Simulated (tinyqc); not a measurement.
From results back to parameters: donors with valley-orbit split 1s states. Two cases, with inputs chosen for the exercise.

Problem. The electron density is given and ND is hidden.

Each donor binds at most one electron, in any of its states. For a site s, W_s = sum over its states of g exp(E/kT), and the ionised share is 1/(1 + W_s exp(eta)), eta = (EF - Ec)/kT; n = Nc F_1/2(eta); neutrality n + NA = ND x (mean ionised share); holes are neglected. Nc from N = 2 (m kB T/(4 pi c))^(3/2) with c = hbar^2/2m0, in 1/angstrom^3; times 1e24 for 1/cm^3, m = md. F_j(eta) = (1/Gamma(j + 1)) integral_0^infinity x^j dx/(1 + exp(x - eta)), which tends to exp(eta) for eta << 0.

Constants: hbar^2/2m0 = 3.80998211 eV angstrom^2; kB = 8.617333262e-05 eV/K.

Case 1.

Values chosen (near those of P in Si; not measured data): md = 1.057 m0 (density-of-states mass of the conduction band); E = (46.4, 34.6, 32.8) meV (binding energies of 1s(A1), 1s(T2), 1s(E)); g = (2, 6, 4) (their degeneracies with spin); T = 225 K; NA = 0 1/cm^3 (compensating acceptors, all ionised).

n = 1.3217e+16 1/cm^3

Case 2.

Values chosen (near those of Sb in Si; not measured data): md = 1.078 m0 (density-of-states mass of the conduction band); E = (43.8, 33.6, 31.7) meV (binding energies of 1s(A1), 1s(T2), 1s(E)); g = (2, 6, 4) (their degeneracies with spin); T = 500 K; NA = 0 1/cm^3 (compensating acceptors, all ionised).

n = 1.5887e+16 1/cm^3

Find: eta; mean ionised share; ND.

Solution. n/Nc gives eta, eta and W_s give the ionised share, and ND = (n + NA)/share.

Case 1.

eta = -7.200
mean ionised share = 0.944
ND = 1.4e+16 1/cm^3

Case 2.

eta = -8.244
mean ionised share = 0.993
ND = 1.6e+16 1/cm^3

Computed by tinyqc, one run a case: `OMP_NUM_THREADS=1 python tinyqc.py N N+1 out.jsonl` with N = 1681702, 1681728; one thread of a shared Intel(R) Xeon(R) Processor @ 2.30GHz, about 0.02 s a run at most.
